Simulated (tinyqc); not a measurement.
# MOS inversion layer, Poisson-Schroedinger loop: two studies

Electrons confined at an insulator interface at z = 0, treated as a hard wall; parabolic valleys, Hartree approximation, no image or exchange terms. The depletion charge lies far deeper than the electrons and gives a uniform field q Nd/(eps0 eps_r); the gate balances all charge. Energies are counted from the band edge at the interface.

Values chosen for this exercise; masses and permittivity close to those of silicon (110):
```
symbol,value,unit,meaning
T,300,K,temperature
eps_r,11.9,,relative permittivity
mz1,0.321,m0,mass along z of valley set A (4 valley(s))
md1,0.327,m0,in-plane density-of-states mass of set A
mz2,0.189,m0,mass along z of valley set B (2 valley(s))
md2,0.409,m0,in-plane density-of-states mass of set B
Ns,1.3e12,cm^-2,sheet density of electrons
Nd,4.1e11,cm^-2,sheet density of depletion charge
dE,0,eV,extra shift of set B (strain)
```

Constants: q = 1.602176634e-19 C, kB = 1.380649e-23 J/K, hbar = 1.054571817e-34 J s, m0 = 9.1093837015e-31 kg, Vt = kB T/q, eps0 = 8.8541878128e-14 F/cm where lengths are in cm, hbar^2/(2 m0) = 0.0380998212 eV nm^2. Results are converted to the units shown.

Each table varies one quantity; the others keep the values above.

## Effect of the extra shift of set B (strain)

Schroedinger equation -(C/mz) psi'' + (V0 + U + dE for set B) psi = E psi, C = hbar^2/(2 m0), psi(0) = 0, on a uniform mesh of 800 nodes with a far wall at 33 nm, 8 levels a set; V0 = q Nd z/(eps0 eps_r); dU/dz = q (Ns - integral of n from 0 to z)/(eps0 eps_r), U(0) = 0; N_k = g md m0 q Vt/(pi hbar^2) ln(1 + exp((EF - E_k)/Vt)), g the number of valleys of the set, sum N_k = Ns. Triangular well: E_k = a_k (C F^2/mz)^(1/3), a_1 = 2.338107, a_2 = 4.087949, C = hbar^2/(2 m0), F in eV/nm. Fang-Howard (all electrons in the lowest level of set A): b^3 = 6 (mz1/C) q (Nd + 11 Ns/32)/(eps0 eps_r), centroid 3/b, level C b^2/(4 mz1) + (3/b) q (Nd + 11 Ns/16)/(eps0 eps_r). The centroid adds 3.9 z_av/eps_r to an oxide-equivalent thickness.

The same in every row: Fang-Howard centroid (nm) = 3.45.

Results:
```
dE (eV)  A1 (meV)  B1 (meV)  EF (meV)  share of A1 (%)  share of set A (%)  centroid z_av (nm)  added oxide equivalent (nm)
-0.05        92.4      56.3     -6.37             23.6                29.7                4.51                         1.48
-0.02        91.6      85.2      9.56             44.5                56.6                4.38                         1.43
0.01         91.0       114      17.9             62.5                80.2                4.27                         1.40
0.07         90.5       174      22.5             75.5                97.6                4.19                         1.37
0.1          90.5       204      22.9             76.7                99.2                4.18                         1.37
0.13         90.5       234      23.0             77.1                99.8                4.18                         1.37
0.16         90.5       264      23.1             77.3                99.9                4.18                         1.37
```

Estimate the missing row, dE = 0.04 eV.

Computed row:
```
dE (eV)  A1 (meV)  B1 (meV)  EF (meV)  share of A1 (%)  share of set A (%)  centroid z_av (nm)  added oxide equivalent (nm)
0.04         90.7       144      21.3             71.9                92.7                4.21                         1.38
```

With this row back in the table: As dE goes from -0.05 to 0.16, A1 falls from 92.4 to 90.5 meV, the share of A1 rises from 23.6 to 77.3 % and the centroid falls from 4.51 to 4.18 nm. The Fang-Howard centroid is 24 % below the full one in the first row, where A1 holds 23.6 %, and 18 % below it in the last, where A1 holds 77.3 %.

## Effect of the sheet density of depletion charge

Schroedinger equation -(C/mz) psi'' + (V0 + U + dE for set B) psi = E psi, C = hbar^2/(2 m0), psi(0) = 0, on a uniform mesh of 800 nodes with a far wall at 68 nm, 8 levels a set; V0 = q Nd z/(eps0 eps_r); dU/dz = q (Ns - integral of n from 0 to z)/(eps0 eps_r), U(0) = 0; N_k = g md m0 q Vt/(pi hbar^2) ln(1 + exp((EF - E_k)/Vt)), g the number of valleys of the set, sum N_k = Ns.

Results:
columns A: Nd (cm^-2); B: A1 (meV); C: B1 (meV); D: EF (meV); E: share of A1 (%); F: share of set A (%); G: centroid z_av (nm); H: added oxide equivalent (nm); I: Fang-Howard centroid (nm)
```
A          B     C       D     E     F     G      H     I
1e11    79.3  90.7  -0.969  47.6  71.6  6.51   2.13  4.00
1.7e11  82.0  93.8    3.07  50.1  72.1  5.73   1.88  3.85
3.1e11  87.4   100    10.7  54.6  73.0  4.75   1.56  3.59
5.3e11  95.7   110    21.7  60.4  74.1  3.91   1.28  3.30
9.4e11   111   128    39.9  67.9  76.1  3.16   1.04  2.94
1.6e12   134   156    65.6  75.1  79.0  2.62  0.858  2.58
5e12     233   275     169  88.6  88.8  1.79  0.588  1.86
```

Estimate the missing row, Nd = 2.9e12 cm^-2.

Computed row:
columns A: Nd (cm^-2); B: A1 (meV); C: B1 (meV); D: EF (meV); E: share of A1 (%); F: share of set A (%); G: centroid z_av (nm); H: added oxide equivalent (nm); I: Fang-Howard centroid (nm)
```
A         B    C    D     E     F     G      H     I
2.9e12  175  205  109  82.5  83.6  2.15  0.703  2.19
```

With this row back in the table: As Nd goes from 1e11 to 5e12, A1 rises from 79.3 to 233 meV, the share of A1 rises from 47.6 to 88.6 % and the centroid falls from 6.51 to 1.79 nm. A1 goes as Nd^(0.53) between the last two rows (a triangular well in the field of that charge alone gives 2/3). The Fang-Howard centroid is 38 % below the full one in the first row, where A1 holds 47.6 %, and 3.8 % above it in the last, where A1 holds 88.6 %. For Nd = 1e11, 1.7e11 the eighth level of a set still holds over 0.4 % of the electrons, so more levels and a farther wall would raise the centroid.

Numbers from tinyqc (`OMP_NUM_THREADS=1 python tinyqc.py 2160127 2160128 out.jsonl`; about 1 s on one thread of a shared Intel Xeon 2.30GHz).
